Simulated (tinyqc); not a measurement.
Hueckel theory of the pi electrons with the omega technique, for the molecule O=Cc1ccc2c(c1)C=C2 (SMILES; centres numbered as the heavy atoms are written), step by step. Computed by tinyqc, a small Python program that keeps every step. Settings: charge = 0, omega = 0.6, damping = 0. Command: `OMP_NUM_THREADS=1 python tinyqc.py 30904 30905 out.jsonl` (the two numbers bound the seeds that draw the settings). One thread of a shared host (Intel(R) Xeon(R) Processor @ 2.60GHz), about 0.01 s of CPU time with the checks.

Centres:
```
centre,"z_r, pi electrons of the neutral centre",h
1O,1,1.00000
2C,1,0.00000
3C,1,0.00000
4C,1,0.00000
5C,1,0.00000
6C,1,0.00000
7C,1,0.00000
8C,1,0.00000
9C,1,0.00000
10C,1,0.00000
```

Bonds:
```
i,j,k
1,2,1.00000
2,3,1
3,4,1
4,5,1
5,6,1
6,7,1
7,8,1
7,9,1
9,10,1
8,3,1
10,6,1
```

Each round sets h_r = h_r(0) + omega (z_r - P_rr), keeping the share named as damping of the old diagonal; repeat until output and input diagonals agree to 1e-6.

Rounds:
```
round,sum n x,largest |h(out) - h(in)|
1,14.12730,3.27e-01
2,13.92340,1.34e-01
3,14.00236,6.96e-02
4,13.95574,6.47e-02
5,13.98299,6.36e-02
6,13.96310,6.13e-02
7,13.97835,5.88e-02
8,13.96484,5.60e-02
9,13.97664,5.33e-02
10,13.96541,5.06e-02
11,13.97563,4.81e-02
12,13.96572,4.56e-02
13,13.97485,4.34e-02
14,13.96599,4.11e-02
15,13.97420,3.91e-02
16,13.96623,3.71e-02
17,13.97364,3.52e-02
18,13.96646,3.35e-02
19,13.97315,3.18e-02
20,13.96668,3.02e-02
21,13.97272,2.87e-02
22,13.96689,2.72e-02
23,13.97234,2.59e-02
24,13.96709,2.46e-02
25,13.97201,2.34e-02
26,13.96727,2.22e-02
27,13.97172,2.11e-02
28,13.96744,2.00e-02
29,13.97146,1.91e-02
30,13.96760,1.81e-02
31,13.97123,1.72e-02
32,13.96775,1.63e-02
33,13.97103,1.55e-02
34,13.96789,1.48e-02
35,13.97085,1.40e-02
36,13.96801,1.33e-02
37,13.97069,1.27e-02
38,13.96813,1.20e-02
39,13.97054,1.14e-02
40,13.96823,1.09e-02
```

Can the last value be used, and what does the course show?

Not by the stop rule. Not converged within 40 rounds: the residual falls steadily but slowly, by a factor of about 0.95 a step. Reruns: damping 0.5: converged in 14; damping 0.8: not converged.
